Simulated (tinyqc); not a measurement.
# Inputs raised by 2 %, one at a time

Model: liquidus of a compound AB in a simple-solution melt, liquid-phase epitaxy and vapour pressures. Computed by tinyqc, a small Python program. Command: `OMP_NUM_THREADS=1 python tinyqc.py 3009519 3009520 out.jsonl liq35 sens`. One thread of a shared host (Intel(R) Xeon(R) Processor @ 2.30GHz), about 0.02 s of CPU time with the checks.

x is the atom fraction of B in the melt. The melt is a simple solution: R T ln gamma_B = W (1 - x)^2, R T ln gamma_A = W x^2, W = a + b T. The solid AB is stoichiometric.

Inputs (values chosen for the exercise, modelled on InAs for the melt):
```
quantity                        value       unit
melting point T_F                1215          K
entropy of fusion S_F            59.9  J/(mol K)
interaction a                    15.4     kJ/mol
interaction slope b             -40.5  J/(mol K)
saturation temperature T          707          K
step dT                            11          K
cooling rate c                    1.1      K/min
growth time t                    0.52        min
diffusivity in the melt D     2.3e-05     cm^2/s
molar volume of the melt V_L     16.4   cm^3/mol
lattice constant a0             6.058   angstrom
melt depth w                        3         mm
```

Growth programme: step cooling.

Constants: R = 8.314462618 J/(mol K); N_A = 6.02214076e+23 1/mol; k_B = 8.617333262e-05 eV/K.

Method:
- Liquidus (Vieland): f(x) = R T ln[4 x (1 - x)] + 2 W (1/2 - x)^2 + S_F (T_F - T) = 0.
- Newton steps with f' = (1 - 2x)[R T/(x (1 - x)) - 2 W], from the dilute estimate x = (1/4) exp[-(S_F (T_F - T) + W/2)/(R T)]; stop below 1e-13; f under 1e-6 shown as 0.
- dx/dT = -(df/dT)/f', df/dT = R ln[4 x (1 - x)] + 2 b (1/2 - x)^2 - S_F, f' = (1 - 2x)[R T/(x (1 - x)) - 2 W]. Concentrations: C_L = x N_A/V_L in the melt, C_S = 4/a0^3 in the solid; m = dT/dC_L.
- Semi-infinite melt (Hsieh): step d = 2 dT sqrt(D t/pi)/(C_S m); ramp d = (4/3) c sqrt(D/pi) t^(3/2)/(C_S m); supercooling is their sum. A melt of depth w can give at most w (undercooling)/(C_S m).

Runs; columns: (1) input moved; (2) from; (3) to; (4) solubility x; (5) dx/dT (1/K); (6) thickness d (micrometre); (7) apparent heat of solution k_B T^2 d ln x/dT (eV):
```
(1)                                     (2)        (3)        (4)         (5)      (6)      (7)
base run                                  -          -  0.0042873  8.1674e-05  0.55425  0.82057
melting point T_F (K)                  1215     1239.3  0.0033577  6.5351e-05  0.44348  0.83835
entropy of fusion S_F (J/(mol K))      59.9     61.098  0.0038712  7.5200e-05  0.51032  0.83674
interaction a (kJ/mol)                 15.4     15.708  0.0041798  7.9842e-05  0.54182  0.82280
saturation temperature T (K)            707     721.14  0.0055793  1.0161e-04  0.68956  0.81617
step dT (K)                              11      11.22  0.0042873  8.1674e-05  0.56534  0.82057
cooling rate c (K/min)                  1.1      1.122  0.0042873  8.1674e-05  0.55425  0.82057
diffusivity in the melt D (cm^2/s)  2.3e-05  2.346e-05  0.0042873  8.1674e-05  0.55977  0.82057
```

Exponents ln(y'/y) / ln(x'/x):
```
input                      solubility x    dx/dT  thickness d  apparent heat of solution k_B T^2 d ln x/dT
melting point T_F               -12.342  -11.259      -11.259                                        1.083
entropy of fusion S_F            -5.155   -4.170       -4.170                                        0.985
interaction a                    -1.282   -1.145       -1.145                                        0.137
saturation temperature T         13.302   11.031       11.031                                       -0.271
step dT                           0.000    0.000        1.000                                        0.000
cooling rate c                    0.000    0.000        0.000                                        0.000
diffusivity in the melt D         0.000    0.000        0.500                                        0.000
```

To which inputs is each result most sensitive?

Among the inputs moved here: solubility x answers most in size to saturation temperature T (exponent +13.302), next to melting point T_F (-12.342); its exponent is below 0.0005 for step dT, cooling rate c, diffusivity in the melt D. dx/dT answers most in size to melting point T_F (exponent -11.259), next to saturation temperature T (+11.031); its exponent is below 0.0005 for step dT, cooling rate c, diffusivity in the melt D. thickness d answers most in size to melting point T_F (exponent -11.259), next to saturation temperature T (+11.031); its exponent is below 0.0005 for cooling rate c. Its exponent +0.500 in diffusivity in the melt D: diffusion-limited supply. Apparent heat of solution k_B T^2 d ln x/dT answers most in size to melting point T_F (exponent +1.083), next to entropy of fusion S_F (+0.985); its exponent is below 0.0005 for step dT, cooling rate c, diffusivity in the melt D.

Caution (all rows): over so large an undercooling the liquidus slope is not constant.
